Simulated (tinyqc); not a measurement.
# Octagonal on-chip spiral inductor, lumped pi model: effects of single changes

Outer diameter do = di + 2 n wd + 2 (n - 1) sp, mean da = (do + di)/2, fill p = (do - di)/(do + di), length l = 3.314 n da. L = 2.25 mu0 n^2 da/(1 + 3.55 p), mu0 = 4 pi 1e-7 H/m. Rs = rho l/(wd delta (1 - exp(-th/delta))), delta = sqrt(rho/(pi f mu0)). Cs = n wd^2 eps0 eo/hu across the coil. At each end Cox = l wd eps0 eo/(2 ho) leads to the substrate branch Rsi = 2 rs he/(l wd) in parallel with Csi = l wd eps0 11.7/(2 he). With one end grounded Y = 1/(Rs + i w L) + i w Cs + 1/[1/(i w Cox) + 1/(1/Rsi + i w Csi)], w = 2 pi f; Q = -Im Y/Re Y. Eddy currents in neighbouring turns and in the substrate are left out.

Parameters, values chosen for the exercise; values of the order met in silicon radio-frequency processes: number of turns n = 1.5; line width wd = 10 um; space between turns sp = 2 um; inner diameter di = 60 um; metal thickness th = 4 um; metal resistivity rho = 1.9 uohm cm; oxide below the coil ho = 9.6 um; oxide between coil and underpass hu = 1.3 um; relative permittivity of the oxide eo = 3; substrate resistivity rs = 10 ohm cm; effective spreading depth in the substrate he = 30 um; frequency f = 5.4 GHz.

Constants: eps0 = 8.8541878128e-12 F/m. Results are converted to the units shown.

Each table varies one quantity; the others keep the values above.

## Quality factor against frequency

Apparent inductance Im(1/Y)/w; share of the loss Re(substrate branch)/Re Y.

Result of one run:
```
f (GHz)	Rs (ohm)	w L/Rs	Q	apparent inductance (nH)	loss in the substrate (%)
110	3.432	55.73	5.026	1.272	56.90
```

What becomes of these results when the frequency f is changed from 110 to 64 GHz, all else the same?

Result of the changed run:
```
f (GHz)	Rs (ohm)	w L/Rs	Q	apparent inductance (nH)	loss in the substrate (%)
64	2.618	42.51	19.68	0.3777	36.68
```

The whole series:
```
f (GHz)	Rs (ohm)	w L/Rs	Q	apparent inductance (nH)	loss in the substrate (%)
2.1	0.5105	7.152	7.147	0.2768	0.01895
3.4	0.6250	9.458	9.439	0.2770	0.09649
5.5	0.7782	12.29	12.20	0.2774	0.4310
9	0.9858	15.87	15.52	0.2784	1.610
15	1.268	20.56	19.26	0.2811	4.817
24	1.603	26.03	22.32	0.2878	10.74
39	2.043	33.18	23.53	0.3075	21.12
64	2.618	42.51	19.68	0.3777	36.68
110	3.432	55.73	5.026	1.272	56.90
```

Q goes from 7.15 through a maximum of 23.5 (at f = 39 GHz among the rows listed) to 5.03; the exact peak is 23.6 at 36.4 GHz and Q reaches zero at the self-resonance, 124 GHz. The share of the substrate rises from 0.0190 to 56.9 %, and the apparent inductance ends at 4.60 times L. At the peak the substrate takes 19.4 % of the loss. For f = 110 the coil is longer than 0.15 of a wavelength in the oxide, where one lumped section is rough.

## Effect of the substrate resistivity

Same model as above.

Peak Q and its frequency from a search over f; self-resonance where Im Y = 0; Q at the given f (negative beyond resonance).

The same in every row: L (nH) = 0.2767; do (um) = 92.00.

Effect of the substrate resistivity:
```
rs (ohm cm)	peak Q	f of the peak (GHz)	self-resonance (GHz)	Q at f
0.1	27.03	38.64	105.3	12.14
1	22.54	25.87	116.2	12.13
3	20.90	23.74	122.6	12.12
10	23.57	36.41	123.7	12.09
30	27.75	46.91	123.8	12.10
100	30.25	52.45	123.8	12.13
1000	31.48	55.07	123.8	12.14
10000	31.62	55.35	123.8	12.15
```

What does the table show?

As rs goes from 0.1 to 10000, L stays at 0.277 nH, the peak Q goes from 27.0 through a minimum of 20.9 (at rs = 3 among the rows listed) to 31.6, its frequency goes from 38.6 through a minimum of 23.7 (at rs = 3 among the rows listed) to 55.4 GHz and the self-resonance rises from 105 to 124 GHz. In this model both a very low and a very high resistivity dissipate little: the first shorts the branch to a pure Cox, the second blocks the current. For rs = 0.1, 1 eddy currents in the substrate, left out, would lower Q markedly.

tinyqc, about 0.01 s, one thread, Intel Xeon 2.30GHz (shared host): `OMP_NUM_THREADS=1 python tinyqc.py 2302152 2302153 out.jsonl`
